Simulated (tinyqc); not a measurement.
Width of layer A: type-II superlattice in the two-band Kane model.

Motion along the axis, period d = a + b, c = hbar^2/2m0. Conduction and light-hole bands couple: (E - Ec)(E - Ev) = Ep c k^2 in each layer, with mass m(E) = (E - Ev)/Ep, which may be negative. The conduction envelope psi and psi'/m(E) are continuous; a layer carries them by [[cos kt, (m/k) sin kt], [-(k/m) sin kt, cos kt]] (cosh and sinh for k^2 < 0), and cos(q d) = tr(M_B M_A)/2. C1 is the first miniband above EvB, with its bottom at tr/2 = +1 and its top at -1; the gap is the bottom of C1 less the top heavy-hole level HH1.

Heavy holes are uncoupled: with e = EvB - E, p = sqrt(mhB e/c), w = sqrt(mhA (EvB - EvA - e)/c), the top level HH1 at q = 0 solves (p/mhB) tan(p b/2) = (w/mhA) tanh(w a/2).

Constants: hbar^2/2m0 = 3.80998211 eV angstrom^2; hc = 1239.841984 eV nm.

Values chosen for the exercise (near those of an InAs/GaSb superlattice; not measured data): b = 56 angstrom (layer B); EcA = 0 eV (conduction edge of A); EvA = -0.417 eV (valence edge of A); EcB = 1.001 eV (conduction edge of B); EvB = 0.177 eV (valence edge of B); EpA = 14.5 eV (coupling energy in A); EpB = 17.9 eV (coupling energy in B); mhA = 0.33 m0 (heavy hole in A); mhB = 0.28 m0 (heavy hole in B); As = (20, 29, 34, 43, 54, 64, 77) angstrom (widths of layer A).

Bottom of C1 (tr/2 = +1, above EvB), HH1, the gap and hc/gap; widths at which C1 no longer starts above EvB are left out.

Results:
```
a (angstrom)  C1 (eV)  HH1 (eV)  gap (meV)  cut-off (micrometre)
20             0.5424    0.1468      395.6                  3.13
29             0.4092    0.1466      262.5                  4.72
34             0.3550    0.1466      208.4                  5.95
43             0.2811    0.1466      134.5                  9.22
54             0.2181    0.1466       71.5                 17.35
64             0.1771    0.1466       30.5                 40.61
```

From a = 20 to 64 angstrom C1 falls by 365 meV while HH1 moves by -0.2 meV, so layer A tunes the gap, from 396 to 31 meV. The cut-off shifts by 0.177 micrometre per angstrom at the thin end and 2.326 at the thick end: long wavelengths need tight control of the thickness.

tinyqc: `OMP_NUM_THREADS=1 python tinyqc.py 1250838 1250839 out.jsonl`; about 0.06 s, one thread, shared Intel(R) Xeon(R) Processor @ 2.30GHz.
